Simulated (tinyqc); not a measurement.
Inside a calculation. Model: MOS capacitor on a p-type substrate, surface potential from the exact charge relation.

Numbers from tinyqc (`OMP_NUM_THREADS=1 python tinyqc.py 2060088 2060089 out.jsonl`; about 0.01 s on one thread of a shared Intel Xeon 2.30GHz). Printed values are rounded.

Uniform p-type substrate, Boltzmann statistics, full ionisation, classical densities. psi is the surface potential against the body (positive when the bands bend down) and u = psi/Vt. Traps are spread evenly over the gap and neutral at flat band, so their charge is -q Dit psi; the minority quasi-Fermi level is shifted by Vb.

Inputs (values chosen for the exercise); band and dielectric values those of a made-up semiconductor: temperature T = 300 K; band gap Eg = 0.989 eV; relative permittivity eps_r = 14.1; conduction-band density of states at T Nc = 3.28e19 cm^-3; valence-band density of states at T Nv = 3.17e19 cm^-3; electron affinity chi = 3.29 eV; acceptor density of the substrate N = 1.5e16 cm^-3; relative permittivity of the gate insulator (close to silicon dioxide) eox = 3.9; insulator thickness tox = 5.4 nm; gate work function phiM = 3.54 eV; fixed charge at the interface, in units of q Nf = -8.8e10 cm^-2; density of interface traps Dit = 6.9e10 cm^-2 eV^-1; reverse bias of the inversion layer against the body Vb = 0 V; gate voltage against the body Vg = -1.27 V.

Constants: q = 1.602176634e-19 C, kB = 1.380649e-23 J/K, Vt = kB T/q, eps0 = 8.8541878128e-14 F/cm where lengths are in cm. Results are converted to the units shown.

Range of the model: At this gate voltage the surface density exceeds 0.3 of the band density of states, so degeneracy and confinement would lower the charge and capacitance.

## Flat band, threshold and scales

ni = sqrt(Nc Nv) exp(-Eg/(2 Vt)), Eg in volts; phiF = Vt ln(N/ni); Cox = eps0 eox/tox; Vfb = phiM - chi - (Eg - Vt ln(Nv/N)) - q Nf/Cox; Q0 = sqrt(2 eps0 eps_r q N Vt); r = (ni/N)^2 exp(-Vb/Vt); VT = Vfb + [(2 phiF + Vb)(1 + q Dit/Cox) + sqrt(2 eps0 eps_r q N (2 phiF + Vb))/Cox].

ni = 1.58940e11 cm^-3
phiF = 0.296136 V
Cox = 0.639469 uF/cm^2
Vfb = -0.519028 V
Q0 = 12.4551 nC/cm^2
r = 1.12275e-10
VT = 0.176709 V

## Starting value

psi = Vg - Vfb, limited to the range from -4 Vt to +(2 phiF + Vb + 4 Vt).

psi at the start = -0.103408 V

## Iteration 1: Newton step for the surface potential

u = psi/Vt; F^2 = exp(-u) + u - 1 + r (exp(u) - u - 1); Qs = -sign(u) Q0 F; Cs = -dQs/dpsi = (Q0/Vt) |1 - exp(-u) + r (exp(u) - 1)|/(2 F). f = Vfb + psi + (q Dit psi - Qs)/Cox - Vg, f' = 1 + (Cs + q Dit)/Cox, psi(new) = psi - f/f'.

u = -4
F = 7.04260
Qs = 87.7161 nC/cm^2
Cs = 1.83333 uF/cm^2
f = 0.508606 V
f' = 3.88424
psi after iteration 1 = -0.234349 V

## Iteration 2: Newton step for the surface potential

As before.

u = -9.06502
F = 92.9376
Qs = 1157.55 nC/cm^2
Cs = 22.4114 uF/cm^2
f = -1.29760 V
f' = 36.0642
psi after iteration 2 = -0.198369 V

## Iteration 3: Newton step for the surface potential

As before.

u = -7.67325
F = 46.2750
Qs = 576.360 nC/cm^2
Cs = 11.1872 uF/cm^2
f = -0.352136 V
f' = 18.5119
psi after iteration 3 = -0.179347 V

## Course of the Newton iteration

Stop when the step is below 1e-10 V, or after 60 iterations.

Course of the iteration:

| iteration | psi before the step (V) | f (V) | step (V) |
|---|---|---|---|
| 1 | -0.103408 | 0.509 | -0.131 |
| 2 | -0.234349 | -1.30 | 0.0360 |
| 3 | -0.198369 | -0.352 | 0.0190 |
| 4 | -0.179347 | -0.0542 | 4.12e-3 |
| 5 | -0.175223 | -1.93e-3 | 1.58e-4 |
| 6 | -0.175065 | -2.69e-6 | 2.21e-7 |
| 7 | -0.175065 | -5.24e-12 | 4.30e-13 |

Converged in 7 iterations.

## Charges, field and capacitances at the solution

converged psi = -0.175065 V

u = psi/Vt; F^2 = exp(-u) + u - 1 + r (exp(u) - u - 1); Qs = -sign(u) Q0 F; Cs = -dQs/dpsi = (Q0/Vt) |1 - exp(-u) + r (exp(u) - 1)|/(2 F). Low frequency: 1/C_LF = 1/Cox + 1/(Cs + q Dit). High frequency, in the simple estimate in which traps and minority carriers do not follow: 1/C_HF = 1/Cox + 1/Cd, Cd being Cs with r = 0 at the same psi. Minority sheet density N_inv = (Q0/(2 q)) int_0^u r (exp(t) - 1)/F(t) dt for u > 0. Oxide field |Qs - q Dit psi + q Nf|/(eps0 eox).

Qs = 366.339 nC/cm^2
N_inv = 0 cm^-2
oxide field = 1.02566 MV/cm
Cs = 7.14078 uF/cm^2
C_LF/Cox = 0.917925
C_HF/Cox = 0.917809

The surface is in accumulation (borders at |psi| = 0, phiF + Vb and 2 phiF + Vb = 0.592 V).
